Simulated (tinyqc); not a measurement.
From results back to parameters: heavy doping: gap narrowing, degeneracy and the minority density. Three cases, with inputs chosen for the exercise.

Problem. Narrowing at two dopings was computed from hidden E0 and N0, with N0 below Na.

Empirical narrowing (Slotboom form, constants chosen for the exercise; published fits of this form give the apparent narrowing, here it is taken as the true one): dEg = E0 [ln(N/N0) + sqrt(ln(N/N0)^2 + C)].

Case 1.

Values chosen (out of a larger set: gap and densities of states near those of Ge at this temperature; narrowing constants of the size fitted for Si, not for this material; not measured data):
- C = 0.5 (smoothing constant)
- Na = 1.1e+18 1/cm^3
- Nb = 3.3e+19 1/cm^3

dEg(Na) = 45.3227 meV
dEg(Nb) = 110.1608 meV

Case 2.

Values chosen (out of a larger set: gap and densities of states near those of Si at this temperature; narrowing constants near the fits for Si; not measured data):
- C = 0.5 (smoothing constant)
- Na = 8.7e+17 1/cm^3
- Nb = 2.6e+19 1/cm^3

dEg(Na) = 29.7283 meV
dEg(Nb) = 72.2090 meV

Case 3.

Values chosen (out of a larger set: gap and densities of states near those of GaAs at this temperature; narrowing constants of the size fitted for Si, not for this material; not measured data):
- C = 0.5 (smoothing constant)
- Na = 9e+17 1/cm^3
- Nb = 2.7e+19 1/cm^3

dEg(Na) = 46.3121 meV
dEg(Nb) = 112.5656 meV

Find: N0; E0.

Solution. The ratio dEg(Nb)/dEg(Na) depends on N0 alone and rises steadily with it; solve for ln N0 by bisection, then E0 from either value.

Case 1.

N0 = 1.1e+17 1/cm^3
E0 = 9.62 meV

Case 2.

N0 = 8.7e+16 1/cm^3
E0 = 6.31 meV

Case 3.

N0 = 9.0e+16 1/cm^3
E0 = 9.83 meV

Computed by tinyqc, one run a case: `OMP_NUM_THREADS=1 python tinyqc.py N N+1 out.jsonl` with N = 1652221, 1652267, 1652342; one thread of a shared Intel(R) Xeon(R) Processor @ 2.30GHz, about 0.01 s a run at most.
